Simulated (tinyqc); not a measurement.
Worked calculation: plane-wave Kohn-Sham cycle with exchange-only LDA in a layered model solid. One step of it, computed by the program tinyqc.

Question. Iteration 1: potential. V_H(G) = 4 pi rho(G)/G^2 for G != 0 (uniform background); v_x = -(3 rho/pi)^(1/3); V = V_ext + V_H + v_x; Fourier components f(G_m) = (1/N) sum_j f(x_j) exp(-i G_m x_j).

A solid whose potential varies along x alone (atomic units):
```
parameter                      value
period a                   17.700000
cross-section of the cell  28.000000
electrons per cell                 4
grid points                       16
plane waves -n..n, n               2
k points                           1
V1 in V1 cos(2 pi x/a)     -0.280000
V2 in V2 cos(4 pi x/a)     -0.080000
```

density at the start, on the grid x_j = j a/N (e/bohr^3): 0.00807103  0.00807103  0.00807103  0.00807103  0.00807103  0.00807103  0.00807103  0.00807103  0.00807103  0.00807103  0.00807103  0.00807103  0.00807103  0.00807103  0.00807103  0.00807103

Give: Potentials on the grid; V(G_m), m = 0, 1, 2, ....

Answer.

Potentials on the grid (hartree):
```
x          V_ext     V_H      v_x         V
0.0000   -0.3600  0.0000  -0.1975   -0.5575
1.1062   -0.3153  0.0000  -0.1975   -0.5128
2.2125   -0.1980  0.0000  -0.1975   -0.3955
3.3188   -0.0506  0.0000  -0.1975   -0.2481
4.4250    0.0800  0.0000  -0.1975   -0.1175
5.5312    0.1637  0.0000  -0.1975   -0.0338
6.6375    0.1980  0.0000  -0.1975  4.60e-04
7.7438    0.2021  0.0000  -0.1975    0.0046
8.8500    0.2000  0.0000  -0.1975    0.0025
9.9563    0.2021  0.0000  -0.1975    0.0046
11.0625   0.1980  0.0000  -0.1975  4.60e-04
12.1687   0.1637  0.0000  -0.1975   -0.0338
13.2750   0.0800  0.0000  -0.1975   -0.1175
14.3812  -0.0506  0.0000  -0.1975   -0.2481
15.4875  -0.1980  0.0000  -0.1975   -0.3955
16.5938  -0.3153  0.0000  -0.1975   -0.5128
```

V(G_m), m = 0, 1, 2, ... (hartree): -0.1975  -0.1400  -0.0400  0.0000  0.0000
